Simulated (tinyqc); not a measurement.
# Vacuum evaporation: vapour pressure, source flux, thickness distribution, purity and step coverage, step by step

A worked calculation. Computed by tinyqc, a small Python program that keeps every step. Command: `OMP_NUM_THREADS=1 python tinyqc.py 3111571 3111572 out.jsonl evap walk`. One thread of a shared host (Intel(R) Xeon(R) Processor @ 2.30GHz), about 0.01 s of CPU time with the checks. Intermediate numbers are printed to about 5 digits and carried at full precision; extremes and crossings named in words are read from the listed rows.

Molecular flow, unit sticking of the metal, no re-evaporation. The background gas is taken as water vapour (18.015 g/mol, collision diameter 0.37 nm) at 300 K.

Inputs (values chosen for the exercise, modelled on silver, with constants for the liquid):
```
quantity                          value    unit
molar mass M                     107.87   g/mol
film density rho                   10.5  g/cm^3
vapour-pressure constant A        10.75       -
vapour-pressure constant B        13810       K
source temperature T               1270       K
source area                         1.7    cm^2
directionality n                      3       -
source-to-wafer distance h           18      cm
wafer radius R                      7.5      cm
source offset from the axis s/h    0.85       -
background pressure p             1e-06      Pa
sticking of background gas          0.5       -
aspect ratio of a trench            0.5       -
```

Constants: u = 1.6605390666e-27 kg; k_B = 1.380649e-23 J/K; R = 8.314462618 J/(mol K).

## Vapour pressure and flux

log10(p_v/Pa) = A - B/T; flux from the surface Phi = p_v/sqrt(2 pi m k_B T), m = M u. Mass loss = Phi x area x m; heat of evaporation = ln(10) R B; d ln Phi/dT = ln(10) B/T^2 - 1/(2 T).

vapour pressure p_v = 0.75160 Pa

flux Phi = 5.3503e+17 1/(cm^2 s)

mass loss = 0.58651 g/h

heat of evaporation = 264.39 kJ/mol

change of flux per kelvin = 1.9322 %/K

Holding the rate to 1 % needs the temperature to about 0.52 K.

## Rate and uniformity on a fixed wafer above the source

A small source emits (n + 1) Phi area cos^n(phi)/(2 pi) per solid angle; on a parallel plane at height h and lateral distance l the arrival rate is (n + 1) Phi area/(2 pi h^2) x (1 + (l/h)^2)^(-(n + 3)/2). Growth rate = arrival rate x m/rho, m = M u. The wafer is fixed and centred above the source.

arrival rate at the centre = 1.7871e+15 1/(cm^2 s)

growth rate at the centre = 0.30487 nm/s

edge over centre = 0.61862

non-uniformity (max - min)/(max + min) = 23.562 %

share of the material that lands on the wafer, 1 - (1 + (R/h)^2)^(-(n + 1)/2) = 27.398 %

## Offset source and rotation

Rotating wafer, source offset by s and facing upwards: thickness at radius r is the mean over the angle a of (1 + (r^2 + s^2 - 2 r s cos a)/h^2)^(-(n + 3)/2), by 360 equal steps; non-uniformity (max - min)/(max + min) over 21 radii from 0 to R.

centre thickness relative to an axial source = 0.19567

edge over centre, rotating = 1.1678

non-uniformity, rotating = 7.7411 %

## Choosing the offset

The curvature at the centre vanishes at s/h = sqrt(2/(n + 3)).

Against the offset:
```
s/h  centre thickness  edge over centre  non-uniformity (%)
0.0            1.0000            0.6186              23.562
0.2            0.8890            0.6662              20.033
0.4            0.6407            0.7974              11.271
0.5            0.5120            0.8831               6.208
0.6            0.3975            0.9727               1.496
0.7            0.3023            1.0587               2.849
0.8            0.2267            1.1348               6.313
0.9            0.1686            1.1971               8.973
1.1            0.0926            1.2771              12.168
```

The best row, s/h = 0.6, has 1.5 % against 24 % on the axis, at the price of a rate lower by a factor 2.52; the small-wafer optimum is sqrt(2/(n + 3)) = 0.58.

## Scattering and purity

Mean free path lambda = k_B T_g/(sqrt2 pi d^2 p); unscattered share exp(-h/lambda); gas arrival p/sqrt(2 pi m_g k_B T_g); impurity ratio = sticking x gas arrival/metal arrival; monolayer time = 1e15 cm^-2/(sticking x gas arrival).

mean free path = 6809.8 m

unscattered share = 0.99997

gas arrival rate = 3.5840e+12 1/(cm^2 s)

impurity ratio = 0.0010027

monolayer time = 558.04 s

## A trench at the wafer edge

Fixed wafer, axial point source, trench running tangentially at r = R: the beam arrives at tan(a) = R/h. Shadowed share of the floor = aspect ratio x tan(a) (at most 1); the wall facing the source grows at tan(a) times the field rate, the other wall not at all.

angle a = 22.620 degrees

shadowed share of the floor = 0.20833

wall over field thickness = 0.41667

Checks made by the program: share on the wafer by quadrature (relative difference 1e-08).
